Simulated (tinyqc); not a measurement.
From results back to parameters: Stoner model of a band ferromagnet. Two cases, with inputs chosen for the exercise.

Problem. The moment of the weak ferromagnet is given and I is hidden.

Density of states per atom and spin: triangular, D(e) = (4 M/W^2) (W/2 - |e|). Levels e -/+ I m/2 for up and down spin, m = n_up - n_down, n_up + n_down = nd. At zero temperature e(N) is the energy below which N states lie, and E(m) = sum over spins of integral e D de - I m^2/4.

Case 1.

Values chosen: W = 3.5 eV (band width, e from -W/2 to W/2); M = 5 (states per atom and spin); nd = 7.87 (electrons per atom).

m = 1.61471 muB

Case 2.

Values chosen: W = 6.2 eV (band width, e from -W/2 to W/2); M = 5 (states per atom and spin); nd = 8.22 (electrons per atom).

m = 1.70992 muB

Find: e(n_up), e(n_down); I.

Solution. n_up and n_down follow from nd and m; both bands share one Fermi level, so I = (e(n_up) - e(n_down))/m.

Case 1.

e(n_up), e(n_down) (eV): 1.188  0.236

I = 0.59 eV

Case 2.

e(n_up), e(n_down) (eV): 2.733  0.510

I = 1.30 eV

Computed by tinyqc, one run a case: `OMP_NUM_THREADS=1 python tinyqc.py N N+1 out.jsonl` with N = 1681764, 1682113; one thread of a shared Intel(R) Xeon(R) Processor @ 2.30GHz, about 0.6 s a run at most.
